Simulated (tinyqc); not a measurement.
Punch-through p+-n junction, ionisation integral and breakdown: one step of the calculation.

A p+ layer at x < 0 and an n drift layer from x = 0 to L on an n+ substrate. Depletion approximation, built-in voltage neglected. Local ionisation coefficients alpha_n = an exp(-(bn/E)^mx), alpha_p = ap exp(-(bp/E)^mx). Electrons move towards +x, holes towards x = 0.

Task. Ionisation integrals by the trapezoid rule. G(x) = integral from 0 to x of (alpha_n - alpha_p); I_n = integral of alpha_n exp(-G) (electrons injected at x = 0), I_p = integral of alpha_p exp(G(end) - G) (holes injected at the far edge); M = 1/(1 - I). All integrals by the trapezoid rule on the grid.

```
point	x (um)	alpha_n (1/cm)	alpha_p (1/cm)
0	0.000000	6.0641585	5330.7039
1	1.363636	3.4405158	3853.2081
2	2.727273	1.8800604	2725.9825
3	4.090909	0.98568862	1883.3316
4	5.454545	0.49364431	1267.4709
5	6.818182	0.23496344	828.51398
6	8.181818	0.10567405	524.28030
7	9.545455	0.044605341	319.92656
8	10.909091	0.017532328	187.41474
9	12.272727	0.0063580095	104.84075
10	13.636364	0.0021042841	55.657313
11	15.000000	6.2743636e-4	27.833125
```

Give: G; alpha_n exp(-G); I_n; I_p; M_n; M_p.

Result.

```
point	G	alpha_n exp(-G) (1/cm)
0	0.000	6.064
1	-0.626	6.431
2	-1.074	5.502
3	-1.388	3.949
4	-1.603	2.451
5	-1.745	1.346
6	-1.838	0.664
7	-1.895	0.297
8	-1.930	0.121
9	-1.950	0.045
10	-1.961	0.015
11	-1.966	0.004
```

I_n = 0.003253
I_p = 0.8470
M_n = 1.003
M_p = 6.535

Program tinyqc, `OMP_NUM_THREADS=1 python tinyqc.py 2120103 2120104 out.jsonl`; Intel Xeon 2.30GHz, shared host, one thread, about 0.2 s.
